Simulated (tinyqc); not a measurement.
## Potential step from the flux

Problem. On one interval J = (q mu Vt/hx) [nb B(d) - na B(-d)], B(d) = d/(exp(d) - 1), d = (psi_b - psi_a)/Vt. Find psi_b - psi_a, and the step at which J would vanish.

Inputs (values chosen for the exercise):
```
symbol   value        unit                    meaning
T          293           K                temperature
mu         218  cm^2/(V s)          electron mobility
na      1.4e13       cm^-3   density at the left node
nb      5.8e14       cm^-3  density at the right node
hx          31          nm               node spacing
```

Constants: q = 1.602176634e-19 C, kB = 1.380649e-23 J/K, Vt = kB T/q. Results are converted to the units shown.

J = 592.80414 A/cm^2

Solution. B(d) falls and B(-d) rises with d, so J falls steadily with the step and one value matches. J = 0 needs nb/na = exp(d), the Boltzmann ratio.

psi_b - psi_a = -0.08800 V
step for J = 0 = 0.09403 V

Numbers from tinyqc (`OMP_NUM_THREADS=1 python tinyqc.py 2220143 2220144 out.jsonl`; about 0.01 s on one thread of a shared Intel Xeon 2.30GHz).
